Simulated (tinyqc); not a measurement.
Resonant-tunnelling diode, transfer matrices and Tsu-Esaki current: two steps of the calculation.

Emitter (band edge 0), barrier d1, well Lw, barrier d2, collector (edge -V). The bias drops linearly over these layers and none in the contacts; each layer is cut into ns equal slices, flat at the value of their centres. E is the energy of motion across the layers, C = hbar^2/(2 m0), psi and psi'/m are continuous. Transport is coherent, T(E) is taken as independent of the transverse momentum, and charge in the well is ignored.

Values chosen for this exercise; masses and offsets of a made-up heterostructure:
- mw = 0.033 m0 (mass in the well, spacer and contacts)
- ns = 2 (slices in each layer)
- V = 0.17 V (bias of the collector)
- E = 0.08644 eV (trial energy)

Constants: q = 1.602176634e-19 C, hbar = 1.054571817e-34 J s, m0 = 9.1093837015e-31 kg, hbar^2/(2 m0) = 0.0380998212 eV nm^2. Results are converted to the units shown.

Problem 1. Running product of the slice matrices at the trial energy. For the pair (psi, psi'/m) a flat layer has M = [[cos kd, (m/k) sin kd], [-(k/m) sin kd, cos kd]] with k = sqrt(m (E - U)/C) above its edge U, and M = [[cosh Kd, (m/K) sinh Kd], [(K/m) sinh Kd, cosh Kd]] with K = sqrt(m (U - E)/C) below it. Later slices stand to the left. With M acting on (psi, psi'/m) and v = k/m in each lead, T(E) = 4 vL vR/[(vL vR M12 - M21)^2 + (vR M11 + vL M22)^2]. vL = sqrt(mw E/C)/mw, vR = sqrt(mw (E + V)/C)/mw.

```
slice      U (eV)  m (m0)  width (nm)
0       1.4941379    0.16         0.4
1       1.4824138    0.16         0.4
2      -0.0542241   0.033         2.1
3      -0.1157759   0.033         2.1
4       1.3475862    0.16         0.4
5       1.3358621    0.16         0.4
```

Wanted: Product after each layer; T(E).

Solution 1.

Product after each layer:
```
              M11  M12 (nm)  M21 (1/nm)     M22
barrier d1  3.560    0.2250       51.73   3.549
well        4.580    0.3134      -49.34  -3.158
barrier d2  4.246    0.3371       42.51   3.610
```

T(E) = 0.05769

Problem 2. Breit-Wigner parameters from a parabola through 1/T(E). Near a resonance 1/T(E) = (1/Tp) [1 + (2 (E - Er)/G)^2]. With y = 1/T(E) at E0 - h, E0, E0 + h: a = (y1 + y3 - 2 y2)/(2 h^2), b = (y3 - y1)/(2 h), Er = E0 - b/(2 a), 1/Tp = y2 - b^2/(4 a), G = 2 sqrt(1/(Tp a)), tau = hbar/G.

three energies (eV): [0.10189, 0.10709, 0.11229]
T(E) at these energies: [0.42897470, 0.89071214, 0.69644181]

Find: Er; Tp; G; tau.

Solution 2.

Er = 0.10862 eV
Tp = 0.94620
G = 12.258 meV
tau = 53.699 fs

The true maximum of T(E) lies at 0.10853 eV with height 0.9380 and full width 12.57 meV; the fitted G is 2.5 % below that width.

Computed by the program tinyqc: `OMP_NUM_THREADS=1 python tinyqc.py 2600139 2600140 out.jsonl`, one thread of a shared Intel Xeon 2.30GHz, about 0.1 s for the whole run.
